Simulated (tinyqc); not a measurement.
Single-band model of a thermoelectric material: one step, computed by the program tinyqc. Command: `OMP_NUM_THREADS=1 python tinyqc.py 3001419 3001420 out.jsonl thermo walk`. One thread of a shared host (Intel(R) Xeon(R) Processor @ 2.30GHz), about 0.01 s of CPU time with the checks.

One spherical band, one scattering law, no minority carriers and no phonon drag. In a real material minority carriers limit |S| to about E_g/(2 e T), so larger values are formal. eta = E_F/(k_B T) is counted from the band edge; f = 1/(1 + exp(x - eta)).

Problem. Coefficients. sigma = e mu_0 N_0 <s> with mu_0 = e tau_0/m = mu_300 (T/300 K)^(-p); |S| = (k_B/e)(<x s>/<s> - eta); Lorenz number L = (k_B/e)^2 (<x^2 s>/<s> - (<x s>/<s>)^2); kappa_e = L sigma T; zT = S^2 sigma T/(kappa_L + kappa_e). Hall factor r_H = <G^(3/2)> <G^(3/2 + 2r)/D^4>/<s>^2; drift mobility sigma/(n e) with n = N_0 <G^(3/2)>; power factor S^2 sigma.

Inputs (values chosen for the exercise, for a model material):
```
quantity                              value        unit
mobility parameter mu_300               410  cm^2/(V s)
temperature exponent p                    1           -
lattice thermal conductivity kappa_L   0.75     W/(m K)
temperature T                           250           K
```

Band: parabolic. Scattering: constant relaxation time, r = 0.

N_0 = 1.656735e+19 1/cm^3

<s> = 0.4285538

<x s> = 1.132079

reduced Fermi level eta = -1.018553

<x^2 s> = 4.076730

<G^(3/2)> = 0.4285538

<G^(3/2 + 2r)/D^4> = 0.4285538

Constants: e = 1.602176634e-19 C; k_B = 8.617333262e-05 eV/K.

Give: conductivity sigma; Seebeck coefficient |S|; Lorenz number L; drift mobility; Hall factor r_H; power factor; kappa_e; zT.

Solution.

conductivity sigma = 559.7 S/cm

Seebeck coefficient |S| = 315.4 microvolt/K

Lorenz number L = 1.882 1e-8 V^2/K^2

drift mobility = 492 cm^2/(V s)

Hall factor r_H = 1

power factor = 55.68 microwatt/(cm K^2)

kappa_e = 0.2633 W/(m K)

zT = 1.374

L is 77 % of the degenerate value pi^2/3 (k_B/e)^2 = 2.443; the classical limit for this r is (r + 5/2)(k_B/e)^2 = 1.856. The charge carriers transport 26 % of the heat.
